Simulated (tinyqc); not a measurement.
Long-channel MOSFET, surface-potential model: one step of the calculation.

n-channel transistor on a uniformly doped p-type body, gradual-channel approximation, constant mobility, Boltzmann statistics, full ionisation. Potentials are counted from the neutral body; V is the electron quasi-Fermi potential, Vsb at the source and Vsb + Vds at the drain. Charges are magnitudes per area.

Problem. Charges and current of the charge-sheet model. psi_0 and psi_L solve Vgs + Vsb - Vfb - psi = gamma sqrt(G) at V = Vsb and Vsb + Vds. Qi = Cox gamma [sqrt(G) - sqrt(psi - Vt)], G = psi - Vt + Vt exp((psi - 2 phiF - V)/Vt), at both ends. With U = Vgs + Vsb - Vfb: drift = mu (W/L) Cox [U (psi_L - psi_0) - (psi_L^2 - psi_0^2)/2 - (2/3) gamma ((psi_L - Vt)^1.5 - (psi_0 - Vt)^1.5)]; diffusion = mu (W/L) Vt (Qi0 - QiL).

Parameters, values chosen for the exercise; material values close to those of gallium arsenide:
```
symbol,value,unit,meaning
T,300,K,temperature
Vfb,-0.63,V,flat-band voltage
mu,290,cm^2/(V s),channel mobility
W,5,um,gate width
L,10,um,gate length
Vsb,0.5,V,source-body reverse bias
Vgs,1.35,V,gate-source voltage
Vds,1.2,V,drain-source voltage
```

Constants: q = 1.602176634e-19 C, kB = 1.380649e-23 J/K, Vt = kB T/q. Results are converted to the units shown.

psi_0 = 1.8533842 V
psi_L = 1.9984013 V
phiF = 0.62410047 V
Cox = 0.42854269 uF/cm^2
gamma = 0.34290304 V^0.5

Wanted: Qi0; QiL; drift current; diffusion current; drain current.

Solution.

Qi0 = 69.88 nC/cm^2
QiL = 1.497e-16 nC/cm^2
drift current = 0.7342 uA
diffusion current = 0.2619 uA
drain current = 0.9961 uA

Drift carries 73.7 % of the current. The drain end is pinched off: its charge is under 1 % of that at the source.

Program tinyqc, `OMP_NUM_THREADS=1 python tinyqc.py 2360158 2360159 out.jsonl`; Intel Xeon 2.30GHz, shared host, one thread, about 0.07 s.
